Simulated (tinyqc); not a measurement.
Comparisons within one model: temperature and isotope dependence of a band gap in oscillator models. A value that a table varies takes the place of the one given here.

E(T) = E0 - sum_i sl_i th_i n_i(T), n = 1/(exp(th/T) - 1). The same coupling lowers the gap at 0 K by the zero-point term ZP = sum_i sl_i th_i/2, so the gap of the static lattice is E0 + ZP. Thermal expansion is taken as part of the slopes.

Two-parameter forms are made to pass through the falls at the two temperatures T12: Varshni aV T^2/(T + bV), from the line T^2/fall = (T + bV)/aV; one oscillator s1 t1/(exp(t1/T) - 1), with t1 from the ratio of the falls.

Constants: kB = 8.617333262e-05 eV/K; hbar^2/2m0 = 3.80998211 eV angstrom^2.

Parameters, chosen for this exercise (near those of InP; shifted at random, so the results belong to these values and not to a real crystal): E0 = 1.434 eV (gap at 0 K); th = (110, 311) K (temperatures of two oscillators); sl = (0.156, 0.234) meV/K (their high-temperature slopes); T12 = (220, 500) K (temperatures of the fits); mm = 0.23 m0 (geometric mean of the density-of-states masses); T = 500 K (temperature).

## How far the fits carry

Falls of the gap from E0, and errors of the two fits against the model.

Results:

| T (K) | fall (meV) | Varshni - model (meV) | one oscillator - model (meV) | fall/ZP |
|---|---|---|---|---|
| 20 | 0.07 | 0.72 | -0.07 | 0.002 |
| 50 | 2.28 | 2.06 | -1.17 | 0.051 |
| 100 | 11.96 | 2.49 | -1.13 | 0.266 |
| 200 | 42.89 | 0.38 | -0.10 | 0.954 |
| 300 | 78.73 | -0.95 | 0.20 | 1.751 |
| 400 | 116.09 | -0.96 | 0.18 | 2.582 |
| 600 | 192.42 | 1.65 | -0.26 | 4.279 |
| 800 | 269.58 | 6.25 | -0.91 | 5.995 |

Below the first fit point the largest errors are +2.49 meV (Varshni, 100 K, on a fall of 11.96 meV) and -1.17 meV (one oscillator, 50 K); a T^2 law cannot freeze out; a single oscillator misses the soft modes. At 800 K, beyond the second fit point, they are +6.2 and -0.9 meV, so the oscillator extrapolates better here. The thermal fall equals ZP between 200 and 300 K.

## What the shift does to the intrinsic density

ni = 2 (mm kT/(4 pi c))^(3/2) exp(-E/2kT), c = hbar^2/2m0, with E(T) and with E0; 1 angstrom^-3 = 1e24 cm^-3. Apparent gap from an Arrhenius plot of ni/T^(3/2): E(T) - T dE/dT, dE/dT = -sum sl_i (th_i/T)^2 n_i (1 + n_i).

Results:

| T (K) | E(T) (eV) | ni (cm^-3) | ni with E(T) / ni with E0 | apparent gap (eV) |
|---|---|---|---|---|
| 200 | 1.3911 | 4.47 | 3.470 | 1.4599 |
| 250 | 1.3735 | 3.02e+04 | 4.074 | 1.4634 |
| 300 | 1.3553 | 1.14e+07 | 4.585 | 1.4658 |
| 350 | 1.3367 | 8.29e+08 | 5.018 | 1.4676 |
| 400 | 1.3179 | 2.12e+10 | 5.387 | 1.4689 |
| 500 | 1.2799 | 2.11e+12 | 5.979 | 1.4709 |
| 700 | 1.2031 | 4.61e+14 | 6.782 | 1.4732 |

Using E0 in place of E(T) understates ni by a factor that rises from 3.47 to 6.78, towards exp(sum sl/2kB) = 9.6. The slope of an Arrhenius plot returns neither E(T) nor E0 but the intercept of the tangent, 1.4658 eV at 300 K, which lies 32 meV above E0 and tends to the static gap 1.4790 eV.

## What each parameter does

Gap at T, slope -sum sl_i (th_i/T)^2 n_i (1 + n_i) and ZP. Each row changes one parameter from the base and keeps the others.

Results:

| case | E(T) (eV) | dE/dT (meV/K) | ZP (meV) |
|---|---|---|---|
| base | 1.2799 | -0.3820 | 44.97 |
| T = 540 K | 1.2646 | -0.3831 | 44.97 |
| E0 = 1.444 eV | 1.2899 | -0.3820 | 44.97 |
| th = (110, 373) K | 1.2855 | -0.3788 | 52.22 |
| sl = (0.2028, 0.234) meV/K | 1.2590 | -0.4286 | 47.54 |

The largest shifts from the base row, up to three for each result and ties (the steps differ in size, so this ranks the rows, not the parameters). E(T) (eV): sl -0.0209, T -0.0153, E0 +0.0100. dE/dT (meV/K): sl -0.0466, th +0.0032, T -0.0011; unchanged at the printed digits by E0. ZP (meV): th +7.25, sl +2.57; unchanged at the printed digits by T and E0.

Run: tinyqc, `OMP_NUM_THREADS=1 python tinyqc.py 1850852 1850853 out.jsonl`; Intel(R) Xeon(R) Processor @ 2.30GHz, one thread, shared host; about 0.01 s of CPU time with all checks.
